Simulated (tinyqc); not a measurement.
Floating body of a partially depleted SOI transistor: body voltage and kink: one step of the calculation.

Source at 0 V. Channel current Ic = 2 nf K Vt^2 [F(0) - F(Vd)](1 + la Vd), F(V) = ln^2(1 + exp((Vg - VT - nf V)/(2 nf Vt))), VT = VT0 - gb Vb. Saturation voltage Vs = 2 Vt sqrt(F(0)) + 3 Vt, excess Ve = (Vd - Vs + sqrt((Vd - Vs)^2 + 0.0004 V^2))/2, multiplication M1 = Ai Ve exp(-Bl/Ve). Each junction passes D(v) = J1 (exp(v/Vt) - 1) + J2 (exp(v/(2 Vt)) - 1). Bipolar current Ib = bb J1 (exp(Vb/Vt) - 1). The body settles where M1 (Ic + Ib) = D(Vb) + D(Vb - Vd) + Vb/Rb; drain current Id = (1 + M1)(Ic + Ib) - D(Vb - Vd).

Problem. Drain current with floating and with grounded body. Id and VT at the converged Vb, Id at Vb = 0, their ratio, and the bipolar share Ib/(Ic + Ib).

Parameters, values chosen for the exercise; values of the order met in partially depleted silicon-on-insulator transistors:
- T = 358 K (temperature)
- VT0 = 0.54 V (threshold at zero body voltage)
- gb = 0.12 (fall of the threshold per volt of body voltage)
- nf = 1.43 (slope factor)
- K = 240 uA/(V^2 um) (gain factor per width)
- la = 0.07 1/V (channel-length modulation factor)
- Ai = 2.07 1/V (impact-ionisation prefactor)
- Bl = 9 V (impact-ionisation voltage)
- J1 = 2.9e-10 uA/um (diffusion saturation current of each junction)
- J2 = 2.3e-7 uA/um (recombination saturation current of each junction)
- bb = 0 (gain of the lateral bipolar transistor on the diffusion current)
- Rb = 1e9 kohm um (resistance of a weak body tie to the source (1e9 stands for no tie, and the term is then dropped))
- Vg = 0.97 V (gate voltage)
- Vd = 1.5 V (drain voltage)

Constants: q = 1.602176634e-19 C, kB = 1.380649e-23 J/K, Vt = kB T/q. Results are converted to the units shown.

converged Vb = 0.53251514 V

Wanted: VT; Id, floating; Id, grounded; ratio; bipolar share.

Solution.

VT = 0.47610 V
Id, floating = 22.660 uA/um
Id, grounded = 17.210 uA/um
ratio = 1.3166
bipolar share = 0.0000 %

The body rises to 0.533 V and lowers the threshold by 63.9 mV.

Range of the model: The multiplication law is an empirical form chosen for the exercise; self-heating and capacitive coupling to the body are left out, and the linear laws are rough once Vb passes about 0.7 V or M1 about 0.1.

tinyqc, about 0.2 s, one thread, Intel Xeon 2.30GHz (shared host): `OMP_NUM_THREADS=1 python tinyqc.py 2182191 2182192 out.jsonl`
